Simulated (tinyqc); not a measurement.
Worked calculation: Pariser-Parr-Pople SCF with singles CI, for the molecule C1=CC=CN=CC=C1 (SMILES; centres numbered as the heavy atoms are written). One step of it, computed by the program tinyqc.

Task: PPP integrals. Ohno: gamma = 14.399645/sqrt(R^2 + a^2), a = 2 x 14.399645/(gamma_rr + gamma_ss); H_rr = -W_r - sum_(s != r) z_s gamma_rs; H_rs = beta for bonds.

Centres (angstrom, eV; a flat drawing with bonds scaled to 1.40 angstrom):

| centre | x | y | core charge z | W | gamma_rr |
|---|---|---|---|---|---|
| 1C | 1.829000 | 0.000000 | 1 | 11.160000 | 11.130000 |
| 2C | 1.293000 | 1.293000 | 1 | 11.160000 | 11.130000 |
| 3C | 0.000000 | 1.829000 | 1 | 11.160000 | 11.130000 |
| 4C | -1.293000 | 1.293000 | 1 | 11.160000 | 11.130000 |
| 5N | -1.829000 | 0.000000 | 1 | 14.100000 | 12.300000 |
| 6C | -1.293000 | -1.293000 | 1 | 11.160000 | 11.130000 |
| 7C | 0.000000 | -1.829000 | 1 | 11.160000 | 11.130000 |
| 8C | 1.293000 | -1.293000 | 1 | 11.160000 | 11.130000 |

Resonance integrals (eV):

| i | j | beta |
|---|---|---|
| 1 | 2 | -2.390000 |
| 2 | 3 | -2.390000 |
| 3 | 4 | -2.390000 |
| 4 | 5 | -2.510000 |
| 5 | 6 | -2.510000 |
| 6 | 7 | -2.390000 |
| 7 | 8 | -2.390000 |
| 8 | 1 | -2.390000 |

Give: repulsion gamma_rs; core matrix H.

Result:

repulsion gamma_rs (eV), lower triangle:
```
         1C       2C       3C       4C       5N       6C       7C       8C
1C  11.1300
2C   7.5548  11.1300
3C   4.9789   7.5548  11.1300
4C   3.9796   4.9799   7.5548  11.1300
5N   3.7315   4.0046   5.0282   7.7301  12.3000
6C   3.9796   3.7120   3.9796   4.9799   7.7301  11.1300
7C   4.9789   3.9796   3.7112   3.9796   5.0282   7.5548  11.1300
8C   7.5548   4.9799   3.9796   3.7120   4.0046   4.9799   7.5548  11.1300
```

core matrix H (eV), lower triangle:
```
          1C        2C        3C        4C        5N        6C        7C        8C
1C  -47.9180
2C   -2.3900  -47.9254
3C    0.0000   -2.3900  -47.9470
4C    0.0000    0.0000   -2.3900  -48.0758
5N    0.0000    0.0000    0.0000   -2.5100  -51.3573
6C    0.0000    0.0000    0.0000    0.0000   -2.5100  -48.0758
7C    0.0000    0.0000    0.0000    0.0000    0.0000   -2.3900  -47.9470
8C   -2.3900    0.0000    0.0000    0.0000    0.0000    0.0000   -2.3900  -47.9254
```
